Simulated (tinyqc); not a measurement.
# Koster-Slater impurity in a tight-binding band, by Green functions and by supercells, step by step

A worked calculation. Computed by tinyqc, a small Python program that keeps every step. Command: `OMP_NUM_THREADS=1 python tinyqc.py 3017167 3017168 out.jsonl kosterslater walk`. One thread of a shared host (Intel(R) Xeon(R) Processor @ 2.30GHz), about 0.06 s of CPU time with the checks. Intermediate numbers are printed to about 6 digits and carried at full precision; extremes and crossings named in words are read from the listed rows.

One orbital per site, e(k) = -2 t sum cos(k_i) over 3 direction(s), band from -6 t to 6 t, lattice constant 1. One site has the extra energy U. Spin is left out.

Inputs (values chosen for the exercise, for a model band): hopping t = 0.78 eV; impurity potential U = 3.95 eV; supercell edge N = 4 sites; energy inside the band E = -0.762 eV; broadening eta = 0.062 eV; impurity concentration c = 0.0002 per site.

Lattice: simple cubic.

Constants: hbar = 6.582119569e-16 eV s.

## The host Green function outside the band

Outside the band G0(E) = (1/pi) int_0^pi dk (2/(pi z)) K(16 t^2/z^2), z = E + 2 t cos k, K the complete elliptic integral with parameter m; 200 Gauss-Legendre points. A bound state solves 1/U = G0(E). Energies: 0.05, 0.2, 0.5, 1, 2, 4 and 8 t beyond the band edge on the side of U, rounded to four digits.

Scan on the side of U:
```
E (eV)  G0 (1/eV)  1/U - G0 (1/eV)
4.719    0.300566        -0.047401
4.836    0.276422        -0.023257
5.070    0.248555         0.004610
5.460    0.218620         0.034544
6.240    0.180681         0.072483
7.800    0.137368         0.115797
10.920   0.094619         0.158546
```

G0 stays finite at the band edge, 0.252731/t in size, so binding needs |U| > 3.957 t.

## The bound state

Bisection in ln(distance from the edge) between 1e-5 t and |U| + t. Weight on the impurity site: -1/(U^2 dG0/dE), by a central difference with step min(1e-4 t, distance/30). Decay length along an axis: 1/arccosh(1 + distance/(2 t)).

level E_b = 5.02345 eV

distance from the band edge = 0.343449 eV

weight on the impurity site = 0.624521

decay length = 1.53384 sites

The state is compact: most of it sits on the impurity.

## Green function inside the band

Inside the band G0(z), z = E + i eta, comes from the chain form 1/(sqrt(y - 2t) sqrt(y + 2t)) (principal roots) at y = z + 2 t cos k + 2 t cos k', averaged over k and k' in (0, pi) with 200 Gauss-Legendre points each.

G0(E + i eta) = -0.122072-0.565331i 1/eV

## Scattering

T = U/(1 - U G0); phase shift delta = -arg(1 - U G0) in (-pi, pi]; host density of states -Im G0/pi; on the impurity -Im[G0/(1 - U G0)]/pi; lifetime of a band state hbar/(-2 c Im T).

T matrix = 0.81502-1.22791i eV

phase shift delta = -0.984818 rad

host density of states = 0.179951 1/eV

density of states on the impurity = 0.0250508 1/eV

scattering lifetime = 1340.11 fs

The Born approximation would take Im T = U^2 Im G0 = -8.82 eV, 7.18 times the full value.

## The level in the supercell

In a periodic cell of N sites along each direction with Bloch vector K, the level solves 1/U = N^-d sum_k 1/(E - e(k)), k_i = (2 pi m_i + K_i)/N, m_i = 0..N-1; the outermost root on the side of U is taken (bisection). d is the number of directions. Gamma means K_i = 0, the zone corner K_i = pi, the quarter point K_i = pi/2. The error is measured against the isolated level E_b.

level at Gamma = 5.15063 eV

level at the corner = 4.92159 eV

level at the quarter point = 5.01973 eV

error at Gamma = 0.127184 eV

width between Gamma and the corner = 0.229046 eV

Images turn the level into a band 0.229 eV wide; the quarter point misses the isolated level by -0.0037 eV, far less than Gamma, because the leading hopping between images averages out there.

## Convergence with cell size

Even N; errors against the isolated level E_b, set to 0 below 1e-6 t.

Error of the level (eV):
```
N   sites        Gamma        corner  quarter point
2       8  8.56969e-01  -1.07345e+00   -1.01862e-01
4      64  1.27184e-01  -1.01862e-01   -3.72015e-03
6     216  2.39284e-02  -1.77175e-02   -1.93724e-04
8     512  4.68257e-03  -3.72015e-03   -1.09661e-05
10   1000  9.69597e-04  -8.35809e-04              0
12   1728  2.11923e-04  -1.93724e-04              0
```

The error at Gamma falls exponentially, between the last two resolved rows by exp(-0.760) per site against 1/(decay length) = 0.652; the rest is the power-law prefactor of the Green function. Gamma and the corner err in opposite directions. Among the sizes listed an error below 1 meV is first reached at N = 10 at Gamma; at the quarter point N = 6 is enough.

## Phase shift across the band

delta/pi = -arg(1 - U G0)/pi counts the states added below E (Friedel); host DOS = -Im G0/pi, DOS on the impurity = -Im[G0/(1 - U G0)]/pi; 13 evenly spaced energies from -(band edge + |U| + 2t) to +(band edge + |U| + 2t).

Across the spectrum:
```
E (eV)    Re G0 (1/eV)  host DOS (1/eV)  DOS on the impurity (1/eV)   delta/pi
-10.1900     -0.101927         0.000214                     0.00011  -0.000602
-8.4917      -0.124636         0.000327                     0.00015  -0.000865
-6.7933      -0.162061         0.000584                     0.00022  -0.001407
-5.0950      -0.245965         0.001817                     0.00047  -0.003641
-3.3967      -0.346771         0.053326                     0.00881  -0.086679
-1.6983      -0.379683         0.145060                     0.01529  -0.198655
0.0000        0.000000         0.179931                     0.03006  -0.365967
1.6983        0.379683         0.145060                     0.04156  -0.586200
3.3967        0.346771         0.053326                     0.09280  -0.662190
5.0950        0.245965         0.001817                     1.37946  -0.213394
6.7933        0.162061         0.000584                     0.00451  -0.006413
8.4917        0.124636         0.000327                     0.00127  -0.002543
10.1900       0.101927         0.000214                     0.00060  -0.001413
```

delta/pi starts and ends near zero (-0.001 and -0.001): the impurity moves states but creates none. delta/pi is negative in the band, down to -0.66 among these rows (-1 just below the level for small eta), and the lost state returns at the level above the band (5.023 eV).

Checks made by the program: G0 at the level by a direct sum over directions (relative difference below 1e-10).
